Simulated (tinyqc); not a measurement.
Space-charge-limited current through a thin insulating or semi-insulating film with traps: one step, computed by the program tinyqc. Command: `OMP_NUM_THREADS=1 python tinyqc.py 3012386 3012387 out.jsonl sclc walk`. One thread of a shared host (Intel(R) Xeon(R) Processor @ 2.30GHz), about 0.01 s of CPU time with the checks.

One ohmic injecting contact at x = 0 (field zero), drift only, non-degenerate free carriers.

Question. One point of the curve. Free density n_0 = N_c exp(-E_0/k_B T) in equilibrium; trapped density n_t(n) = N_t (n/N_c)^(T/T_c) (the low-temperature form). J = e mu n F and (eps eps_0/e) dF/dx = n - n_0 + n_t(n) - n_t(n_0) = rho(n). With F = J/(e mu n): d = (eps eps_0 J/(e^2 mu)) I_1 and V = (eps eps_0 J^2/(e^3 mu^2)) I_2, I_k = int_(n_L)^infinity dn/(n^(k+1) rho(n)), n_L the density at the anode; with u = n_L/n, 200 Gauss-Legendre points in t, u = 1 - (1 - t)^2. Anode field J/(e mu n_L); Mott-Gurney current (9/8) eps eps_0 mu V^2/d^3; ohmic current e n_0 mu V/d.

Inputs (values chosen for the exercise, modelled on HfO2):
```
quantity                                            value        unit
permittivity eps                                       22           -
band mobility mu                                    0.061  cm^2/(V s)
effective density of states N_c                   1.1e+20      1/cm^3
trap density N_t                                  5.6e+15      1/cm^3
equilibrium Fermi level below the band edge, E_0     0.83          eV
thickness d                                          2300          nm
free density at the anode, in units of N_c          2e-06           -
temperature T                                         300           K
characteristic temperature T_c                        900           K
```

Traps: exponential tail.

Constants: k_B = 8.617333262e-05 eV/K; eps_0 = 8.8541878128e-12 F/m; e = 1.602176634e-19 C.

Give: I_1; I_2; current density J; voltage V; anode field over mean field V/d; trap-free Mott-Gurney current; ohmic current.

Answer.

I_1 = 8.3520e-30 cm^6

I_2 = 2.4845e-44 cm^9

current density J = 0.022137 A/cm^2

voltage V = 1.5497 V

anode field over mean field V/d = 1.5280

trap-free Mott-Gurney current = 0.026386 A/cm^2

ohmic current = 8.2521e-11 A/cm^2
